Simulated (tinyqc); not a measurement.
From results back to parameters: two-band massive Dirac model of the K valleys. Three cases, with inputs chosen for the exercise.

Problem. In the valley model H = [[D/2, a t (kx - i ky)], [a t (kx + i ky), -D/2 + lam sz]], sz = +/-1, a t is hbar v. The gaps of the two spins, A and B, are G = D - lam and D + lam, the band-edge mass of A is c (D - lam)/(a t)^2, c = hbar^2/2m0, and its Berry curvature at the edge is 2 (a t)^2/G^2 in size. The values below come from hidden D, lam and t.

Constants: hbar^2/2m0 = 3.80998211 eV angstrom^2.

Find: D, lam, t; |Omega| at the A edge.

Method. The mean of the gaps is D and half their difference lam; a t = sqrt(c G_A/m). The curvature 2 (a t)^2/G^2 equals 2c/(m G).

Case 1.

Values chosen (out of a larger set: near those used for monolayer MoSe2; not measured data): a = 3.306 angstrom (lattice constant).

gaps (eV): A 1.2950, B 1.4850

mass of A = 0.569911 m0

Solution.

D, lam, t (eV): 1.390  0.095  0.890

|Omega| at the A edge = 10.325 angstrom^2

Case 2.

Values chosen (out of a larger set: near those used for monolayer MoSe2; not measured data): a = 3.317 angstrom (lattice constant).

gaps (eV): A 1.4130, B 1.6070

mass of A = 0.590869 m0

Solution.

D, lam, t (eV): 1.510  0.097  0.910

|Omega| at the A edge = 9.127 angstrom^2

Case 3.

Values chosen (out of a larger set: near those used for monolayer WS2; not measured data): a = 3.207 angstrom (lattice constant).

gaps (eV): A 1.6260, B 2.1140

mass of A = 0.286490 m0

Solution.

D, lam, t (eV): 1.870  0.244  1.450

|Omega| at the A edge = 16.358 angstrom^2

Computed by tinyqc, one run a case: `OMP_NUM_THREADS=1 python tinyqc.py N N+1 out.jsonl` with N = 1482037, 1482055, 1482107; one thread of a shared Intel(R) Xeon(R) Processor @ 2.30GHz, about 0.01 s a run at most.
